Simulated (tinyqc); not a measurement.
Slope factor and drain-induced lowering from three currents.

Question. With source and body at 0 V, I = A exp((Vg + dd Vd)/(nf Vt)) (1 - exp(-Vd/Vt)). Find nf, the swing nf Vt ln 10 and dd.

Parameters, values chosen for the exercise:
```
symbol,value,unit,meaning
T,378,K,temperature
```

Constants: q = 1.602176634e-19 C, kB = 1.380649e-23 J/K, Vt = kB T/q. Results are converted to the units shown.

currents at (Vg, Vd) = (0, 0.05), (0, 0.9) and (0.11, 0.9) V (nA/um): [0.27288333, 0.76697295, 9.9047212]

Solution. The pair at equal Vd gives nf; the pair at equal Vg, after dividing out the factors 1 - exp(-Vd/Vt), gives dd.

nf = 1.32
swing = 99.0 mV/decade
dd = 0.0400

tinyqc, about 0.03 s, one thread, Intel Xeon 2.30GHz (shared host): `OMP_NUM_THREADS=1 python tinyqc.py 2242015 2242016 out.jsonl`
